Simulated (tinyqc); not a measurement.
Two-sublattice mean-field magnet: ferrimagnet, compensation points and susceptibility. Changing the T over T_c. Computed by tinyqc, a small Python program. Command: `OMP_NUM_THREADS=1 python tinyqc.py 3010061 3010062 out.jsonl ferri sweep`. One thread of a shared host (Intel(R) Xeon(R) Processor @ 2.30GHz), about 0.01 s of CPU time with the checks.

A random alloy A(1-x)B(x) with H = -sum over pairs J S_i.S_j. a = <S_A> and b = <S_B> are taken along z, a > 0. Exchange fields: h_A = (1 - x) zJ_AA a + x zJ_AB b, h_B = (1 - x) zJ_AB a + x zJ_BB b; a = S_A B_(S_A)(S_A h_A/(k_B T)) and likewise for b, with the Brillouin function B_S(y) = [(2S + 1)/(2S)] coth[(2S + 1) y/(2S)] - [1/(2S)] coth[y/(2S)].

Inputs (values chosen for the exercise, for a model ferrimagnet):
```
quantity,value,unit
spin S_A,2.5,-
spin S_B,1.5,-
g factor g_A,2.1,-
g factor g_B,2,-
fraction x of B sites,0.24,-
z J_AA,11.5,meV
z J_BB,0.68,meV
z J_AB,-3,meV
largest number of steps,3000,-
```

Constants: k_B = 8.617333262e-05 eV/K.

Method:
- Linearised, T (a, b) = M (a, b) with M_ij = S_i (S_i + 1) c_j zJ_ij/(3 k_B), c_A = 1 - x, c_B = x. T_c is the larger eigenvalue, and its eigenvector gives b/a at onset, (T_c - M_AA)/M_AB.
- Repeat from a = S_A, b = -S_B until a and b change by less than 1e-10.
- Net moment m = (1 - x) g_A a + x g_B b in mu_B per site; net spin s = (1 - x) a + x b. At T = 0, a = S_A and b = -S_B. Effective g = m/s.

One run for each value:
```
T over T_c,net moment m (mu_B),net spin s,a,b
0.10,3.3229,1.5664,2.4999,-1.3894
0.21,3.4656,1.6384,2.4841,-1.0396
0.31,3.5039,1.6596,2.4305,-0.7818
0.42,3.4361,1.6295,2.3288,-0.5848
0.52,3.2902,1.5615,2.1989,-0.4570
0.62,3.0646,1.4552,2.0279,-0.3583
0.73,2.7052,1.2851,1.7759,-0.2688
0.83,2.2320,1.0606,1.4572,-0.1950
0.94,1.3804,0.6561,0.8969,-0.1064
```

Over the rows, net moment m (mu_B) goes from 3.32 through a maximum among these rows, 3.50 at 0.310, to 1.38; net spin s goes from 1.57 through a maximum among these rows, 1.66 at 0.310, to 0.656; a falls from 2.50 to 0.897 (exponent d ln y / d ln x -0.0085 between the first rows and -3.9 between the last).

Extremes, crossings and ranges named in words are read from the listed rows.
